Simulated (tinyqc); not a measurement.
Changing the growth temperature of the buffer T_g: kinetics of strain relaxation and threading dislocations in mismatched semiconductor layers. Computed by tinyqc, a small Python program. Command: `OMP_NUM_THREADS=1 python tinyqc.py 3015773 3015774 out.jsonl threading sweep`. One thread of a shared host (Intel(R) Xeon(R) Processor @ 2.30GHz), about 0.01 s of CPU time with the checks.

60-degree dislocations on {111} planes of a (001) layer, isotropic elasticity. The Schmid factor is 1/sqrt(6), and a misfit segment relieves strain with b/2.

Inputs (values chosen for the exercise, for a model layer):

| quantity | value | unit |
|---|---|---|
| misfit f | 0.0112 | - |
| shear modulus G | 48.5 | GPa |
| Poisson ratio nu | 0.32 | - |
| Burgers vector b | 4.05 | angstrom |
| glide activation energy Q | 1.44 | eV |
| velocity prefactor v0 | 8200 | m/s per MPa |
| grading rate (misfit per thickness) R_f | 0.0017 | 1/micrometre |
| growth rate R_g | 0.16 | nm/s |

Constants: k_B = 8.617333262e-05 eV/K.

Method. In steady grading, strain is fed at R_f R_g and relieved at (b/4) rho v. As a glide-limited estimate, the driving stress is taken as the mean stress of the strained top zone, whose depth z solves R_f z/2 = e_eq(z), with strain R_f z at the surface; tau_g = S R_f z/2 is its mean; then rho = 4 R_f R_g/(b m tau_g), m = v0 exp(-Q/(k_B T_g)), S = (1/sqrt 6) 2 G (1 + nu)/(1 - nu), e_eq(z) = b (1 - nu/4) [ln(z/b) + 1]/(4 pi (1 + nu) z).

One run for each value:

| growth temperature of the buffer T_g (K) | thread density of the buffer (1/cm^2) |
|---|---|
| 651 | 1.5294e+05 |
| 689 | 3.7126e+04 |
| 766 | 3.2424e+03 |
| 804 | 1.1563e+03 |
| 843 | 4.4207e+02 |
| 881 | 1.8800e+02 |
| 919 | 8.5812e+01 |

Give the missing row, growth temperature of the buffer T_g (K) = 728.

Computed row:
```
growth temperature of the buffer T_g (K)  thread density of the buffer (1/cm^2)
728                                                                  1.0125e+04
```

Interpolating between the two neighbouring rows (linearly) misses most in thread density of the buffer (1/cm^2), by 97 %. Over the rows, thread density of the buffer (1/cm^2) falls from 153000 to 85.8 (exponent d ln y / d ln x -25 between the first rows and -19 between the last). The density follows exp(Q/(k_B T_g)); real buffers level off where nucleation and pile-ups at the rough surface take over.

Caution (rows 689, 728, 766, 804, 843, 881, 919): real buffers seldom go below 1e5 /cm^2, as pile-ups and nucleation take over; this value is a lower bound.
